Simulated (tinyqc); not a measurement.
Hot carriers by balance equations with a heated Maxwellian. Which input was changed? Computed by tinyqc, a small Python program. Command: `OMP_NUM_THREADS=1 python tinyqc.py 3019256 3019257 out.jsonl hot which`. One thread of a shared host (Intel(R) Xeon(R) Processor @ 2.30GHz), about 0.6 s of CPU time with the checks.

The carriers follow a Maxwellian at an electron temperature T_e, slightly displaced; the drift energy is neglected against k_B T_e. The balance averages the rate, not the time, so mu_0 lies below the relaxation-time value.

Inputs (values chosen for the exercise, modelled on holes in silicon):
```
quantity                                          value       unit
effective mass m                                  0.499        m_0
density rho                                        2329     kg/m^3
sound velocity v_l                                 9230        m/s
acoustic deformation potential D_A                  5.2         eV
phonon energy hbar w                               66.1        meV
optical or intervalley deformation potential D_o    8.3  1e8 eV/cm
final valleys Z_f                                     1          -
lattice temperature T                               400          K
electric field F                                   0.59      kV/cm
mixing                                              0.3          -
iteration cap                                       300          -
```

Band: parabolic. Solver: damped fixed point.

Constants: k_B = 8.617333262e-05 eV/K; k_B = 1.380649e-23 J/K; e = 1.602176634e-19 C; hbar = 1.054571817e-34 J s; m_0 = 9.1093837015e-31 kg; hbar = 6.582119569e-16 eV s.

Method:
- Parabolic band: E = hbar^2 k^2/(2 m), speed v = hbar k/m, states per spin, volume and energy g(E) = m k/(2 pi^2 hbar^2). Masses are multiplied by m_0 and all formulas are in SI units.
- Phonon occupation N_q = 1/(exp(hbar w/(k_B T)) - 1).
- Acoustic deformation potential (elastic, equipartition, absorption and emission together): 1/tau = 2 pi k_B T D_A^2 g(E)/(hbar rho v_l^2).
- Optical or intervalley deformation potential: 1/tau = (pi Z_f D_o^2/(rho w)) [N_q g(E + hbar w) + (N_q + 1) g(E - hbar w)], with g = 0 below the band edge.
- Averages over the Maxwellian, <y> = int y x^(1/2) exp(-x) dx / int x^(1/2) exp(-x) dx with x = E/(k_B T_e), split at x_0 = hbar w/(k_B T_e): 64 Gauss-Legendre points in sqrt(x) below it and 128 in sqrt(x - x_0) above it, up to x = 32. Momentum balance: mu(T_e) = e/(m nu), nu = <x (sum of rates)>/<x>. Power lost per carrier: P(T_e) = hbar w <emission rate - absorption rate> + <(2 m v_l^2/(k_B T)) (E - 2 k_B T) acoustic rate>.
- Energy relaxation time at weak heating: tau_E = (3/2) k_B / (dP/dT_e), the derivative by a central difference of +/- 0.5 K at T_e = T.
- Fixed point: T_out = T + (T_e - T) e mu(T_e) F^2/P(T_e), T_new = T_e + mixing (T_out - T_e).
- Start at T_e = 1.5 T; stop when T_e moves by less than 1e-6 K or exceeds 1e6 K.
- v = mu(T_e) F; warm-carrier coefficient (mu/mu_0 - 1)/F^2.

Question. One of these inputs alone was changed, within the range given: sound velocity v_l (4615 to 1.846e+04); phonon energy hbar w (33.05 to 132.2); electric field F (0.295 to 1.18); density rho (1164 to 4658). Which one, and to what value?

Results:
```
run     drift velocity (1e7 cm/s)  mobility mu(T_e) (cm^2/(V s))  energy relaxation time tau_E (ps)
before                 0.03407320                       577.5119                          0.3878405
after                  0.03879550                       657.5508                          0.3878405
```

Answer.

Each candidate set to reproduce drift velocity, and what it then gives:
```
candidate                      range searched  value needed  mobility mu(T_e) (cm^2/(V s))  energy relaxation time tau_E (ps)
sound velocity v_l (m/s)    4615 to 1.846e+04         11100                         657.55                            0.38784
phonon energy hbar w (meV)     33.05 to 132.2         71.89                         657.55                            0.42179
electric field F (kV/cm)        0.295 to 1.18        0.6720                         577.28                            0.38784
density rho (kg/m^3)             1164 to 4658          2653                         657.55                            0.44177
```

Only sound velocity v_l fits every result: it went from 9230 to 11100 m/s. The next best candidate, phonon energy hbar w, misses one result by 8.8 %.

Caution: the drift energy m v^2/2 is not small against the heating (3/2) k_B (T_e - T), so T_e - T is rough.
